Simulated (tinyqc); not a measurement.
Gas flow in a process chamber: flow regimes, conductance, effective pumping speed, pump-down, outgassing and purge: one step, computed by the program tinyqc.

Ideal gas, isothermal flow, a pump of constant speed at the end of a round pipe; process gas, volume gas and outgassing are given the same properties. 1 sccm = 101325 Pa x 1e-6 m^3/60 s x T/273.15 K.

Question. Purging a well-mixed chamber. With steady flow a contaminant decays as exp(-t/residence time); gas used = flow x time.

Inputs (values chosen for the exercise, modelled on water vapour near room temperature): temperature T = 350 K; process gas flow = 15 sccm.

residence time = 0.1006434 s

Give: time to dilute 1e3 times; time to dilute 1e6 times; gas used for 1e6.

Answer.

time to dilute 1e3 times = 0.6952 s

time to dilute 1e6 times = 1.390 s

gas used for 1e6 = 0.3476 standard cm^3
